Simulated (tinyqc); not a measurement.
CMOS latch-up, two-transistor model: course of the iteration: response to the injected current, once round the loop per iteration.

A parasitic pnp (emitter at Vdd, base shunted by Rw) and npn (emitter at ground, base shunted by Rs) feed each other: the npn collector current flows out of the pnp base node, the pnp collector current into the npn base node. Forward-active transistors with constant gains: Icn = Isn exp(Vn/Vt), Icp = Isp (exp(Vp/Vt) - 1). A current Ii is injected into the npn base node.

Icn = Isn exp(Vn/Vt); Vp solves Vp/Rw + Icp/bp = Icn; Vn(new) solves Vn/Rs + (Isn/bn) exp(Vn/Vt) = Icp + Ii.

Stop when Vn changes by less than 1e-9 V, or after 150 iterations. Vn must stay below 1.1 V.

Inputs (values chosen for the exercise); values close to those of bulk CMOS:
```
symbol,value,unit,meaning
T,300,K,temperature
bn,1.8,,current gain of the npn
bp,2.6,,current gain of the pnp
Isn,1.5e-15,A,saturation current of the npn at T
Isp,1.3e-15,A,saturation current of the pnp at T
Rs,57,ohm,substrate resistance shunting the npn
Rw,1400,ohm,well resistance shunting the pnp
Ii,8.15,mA,current injected into the substrate
```

Constants: q = 1.602176634e-19 C, kB = 1.380649e-23 J/K, Vt = kB T/q. Results are converted to the units shown.

Vn at the start = 0.53 V

Course of the iteration:
```
iteration    Vn (V)  |change| (V)
1          0.464547        0.0655
2          0.464547       < 1e-14
```

Did this iteration meet its convergence test, and what does its course show?

Yes. Converged in 2 iterations. An off state exists, since Ii is below the trigger current, the largest Ii that the node equations allow, 12.22 mA.

Computed by the program tinyqc: `OMP_NUM_THREADS=1 python tinyqc.py 2670064 2670065 out.jsonl`, one thread of a shared Intel Xeon 2.30GHz, about 0.04 s for the whole run.
